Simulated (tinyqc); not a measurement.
Inversion-layer mobility, back-scattering and ballistic limit of a field-effect transistor: one step, computed by the program tinyqc. Command: `OMP_NUM_THREADS=1 python tinyqc.py 3006743 3006744 out.jsonl mos walk`. One thread of a shared host (Intel(R) Xeon(R) Processor @ 2.30GHz), about 0.01 s of CPU time with the checks.

The charge at the top of the source barrier is fixed by the gate; series resistance and short-channel effects are left out. F_j are Fermi integrals normalised to exp(eta) in the classical limit.

Task: Ballistic limit. F_j(eta) = (1/Gamma(j + 1)) int_0^infinity x^j/(1 + exp(x - eta)) dx, F_0 = ln(1 + exp(eta)). Integrals over x = E/(k_B T) use 160 Gauss-Legendre points in u = sqrt(x) from 0 to sqrt(max(eta, 0) + 32). Ballistic channel: N_2D = g_v m k_B T/(pi hbar^2), U = e V_D/(k_B T); eta_F solves N_inv = (N_2D/2)[F_0(eta_F) + F_0(eta_F - U)]; v_T = sqrt(2 k_B T/(pi m)); I/W = e (N_2D/2) v_T [F_1/2(eta_F) - F_1/2(eta_F - U)]; injection velocity v_T F_1/2(eta_F)/F_0(eta_F).

Inputs (values chosen for the exercise, modelled on a strained silicon n-channel):
```
quantity               value  unit
transport mass m         0.2   m_0
valley degeneracy g_v      2     -
drain voltage V_D       0.05     V
temperature T             77     K
```

Statistics at the top of the barrier: Fermi-Dirac.

inversion density N_inv = 3.656272e+12 1/cm^2

Constants: m_0 = 9.1093837015e-31 kg; k_B = 1.380649e-23 J/K; hbar = 1.054571817e-34 J s; k_B = 8.617333262e-05 eV/K; e = 1.602176634e-19 C.

Give: N_2D; eta_F; thermal velocity v_T; injection velocity; ballistic current I/W.

Result:

N_2D = 1.109e+12 1/cm^2

eta_F = 6.331

thermal velocity v_T = 0.6095 1e7 cm/s

injection velocity = 1.190 1e7 cm/s

ballistic current I/W = 654.5 microampere/micrometre

Degeneracy raises the injection velocity by a factor 1.95.
